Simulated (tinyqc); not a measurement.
Raman shift of the zone-centre optical phonon of a diamond-structure crystal under stress: one step, computed by the program tinyqc. Command: `OMP_NUM_THREADS=1 python tinyqc.py 3014605 3014606 out.jsonl ramanstress walk`. One thread of a shared host (Intel(R) Xeon(R) Processor @ 2.30GHz), about 0.01 s of CPU time with the checks.

Axes x, y, z are the cube axes. Strain shifts the threefold optical mode and can split it; p, q and r are the phonon deformation potentials.

Problem. Compliances. S11 = (C11 + C12)/D, S12 = -C12/D, D = (C11 - C12)(C11 + 2 C12), S44 = 1/C44.

Inputs (values chosen for the exercise, modelled on silicon): C11 = 165 GPa; C12 = 63.95 GPa; C44 = 79.19 GPa.

Stress state: biaxial. Axis: [110].

Give: S11; S12; S44.

Solution.

S11 = 7.735 1/TPa

S12 = -2.161 1/TPa

S44 = 12.63 1/TPa
